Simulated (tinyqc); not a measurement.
Both saturation currents from two open-circuit voltages.

Question. Without shunt, at open circuit JL = J01 (exp(Voc/Vt) - 1) + J02 (exp(Voc/(2 Vt)) - 1). Find J01, J02 and the mean ideality (Voc2 - Voc1)/(Vt ln(JL2/JL1)).

Inputs (values chosen for the exercise):

| symbol | value | unit | meaning |
|---|---|---|---|
| T | 298.15 | K | temperature |

Constants: q = 1.602176634e-19 C, kB = 1.380649e-23 J/K, Vt = kB T/q. Results are converted to the units shown.

photocurrents (mA/cm^2): 27.6  1.38
Voc (V): 0.85375219  0.76276754

Solution. The relation is linear in J01 and J02, so two light levels give two equations; series resistance plays no part at open circuit.

J01 = 8.70e-17 A/cm^2
J02 = 2.50e-10 A/cm^2
mean ideality = 1.18

Program tinyqc, `OMP_NUM_THREADS=1 python tinyqc.py 2280114 2280115 out.jsonl`; Intel Xeon 2.30GHz, shared host, one thread, about 0.01 s.
